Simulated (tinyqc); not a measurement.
Sweep of a uniaxial [001] stress: six-band Luttinger-Kohn model with strain.

Six-band Luttinger-Kohn model in the basis |3/2,3/2>, |3/2,1/2>, |3/2,-1/2>, |3/2,-3/2>, |1/2,1/2>, |1/2,-1/2>, electron energies, zero at the top of the unstrained valence band. H = -[rows: (P+Q, -S, R, 0, -S/r2, r2 R); (-S*, P-Q, 0, R, -r2 Q, r32 S); (R*, 0, P-Q, S, r32 S*, r2 Q); (0, R*, S*, P+Q, -r2 R*, -S*/r2); (-S*/r2, -r2 Q, r32 S, -r2 R, P+Dso, 0); (r2 R*, r32 S*, r2 Q, -S/r2, 0, P+Dso)], r2 = sqrt(2), r32 = sqrt(3/2). Levels are twofold.

P = c g1 k^2 - av tr(e); Q = c g2 (kx^2 + ky^2 - 2 kz^2) - (b/2)(exx + eyy - 2 ezz); R = c sqrt3 [-g2 (kx^2 - ky^2) + 2i g3 kx ky] + (sqrt3/2) b (exx - eyy) - i d exy; S = 2 c sqrt3 g3 (kx - i ky) kz - d (exz - i eyz); c = hbar^2/2m0, e the strain tensor (not engineering shear).

s11 = (C11 + C12)/((C11 - C12)(C11 + 2 C12)), s12 = -C12/((C11 - C12)(C11 + 2 C12)), s44 = 1/C44; exx = s11 sxx + s12 (syy + szz) and cyclic, exy = s44 sxy/2; tension is positive. A uniaxial stress X along the unit vector n is s_ij = X n_i n_j.

Constants: hbar^2/2m0 = 3.80998211 eV angstrom^2.

Values chosen for the exercise (near those of Si; shifted at random, so the results belong to these values and not to a real crystal): Dso = 0.044 eV (spin-orbit splitting); g1 = 4.3 (Luttinger gamma1); g2 = 0.34 (gamma2); g3 = 1.45 (gamma3); av = 2.44 eV (valence hydrostatic potential); b = -2.04 eV (tetragonal shear potential); d = -4.92 eV (trigonal shear potential); C11 = 161.2 GPa; C12 = 62.3 GPa; C44 = 78.9 GPa; load = uniaxial [001] (kind of stress).

Edges at k = 0 and curvature masses of the top pair along [100] and [001] (step 0.0002 1/angstrom); at zero stress the top is fourfold and has no single curvature.

Edges and masses:

| X (GPa) | top (eV) | second (eV) | third (eV) | splitting (meV) | m [100] | m [001] |
|---|---|---|---|---|---|---|
| -3.00 | 0.0856 | -0.0875 | -0.1190 | 173.1 | 0.275 | 0.177 |
| -1.00 | 0.0233 | -0.0292 | -0.0638 | 52.5 | 0.272 | 0.181 |
| 0.00 | 0.0000 | 0.0000 | -0.0440 | 0.0 | - | - |
| 1.00 | 0.0292 | 0.0076 | -0.0552 | 21.5 | 0.216 | 0.276 |
| 2.00 | 0.0583 | 0.0328 | -0.0839 | 25.5 | 0.216 | 0.276 |
| 3.00 | 0.0875 | 0.0606 | -0.1153 | 26.9 | 0.216 | 0.276 |

Give the missing row, X (GPa) = -2.00.

Computed row:
```
X (GPa)  top (eV)  second (eV)  third (eV)  splitting (meV)  m [100]  m [001]
-2.00      0.0538      -0.0583     -0.0907            112.1    0.275    0.178
```

The splitting reaches 173.1 meV under compression and 26.9 meV under the same tension; linear shear terms alone would make the two equal, and the difference comes from the coupling to the split-off band. At the ends of the sweep the top pair has a mass along [100] of 0.275 under compression and 0.216 under tension, so tension gives the lighter holes along [100]; along [001] it has 0.177 and 0.276. The top edge itself moves by +86 and +87 meV. The ends of the sweep mean strains up to 2.4 %, beyond the range of linear deformation potentials.

Computed by tinyqc, a small Python program: `OMP_NUM_THREADS=1 python tinyqc.py 1051387 1051388 out.jsonl` (the numbers bound the seed that draws the inputs); one thread of a shared host (Intel(R) Xeon(R) Processor @ 2.30GHz), about 0.05 s for the whole set of steps.
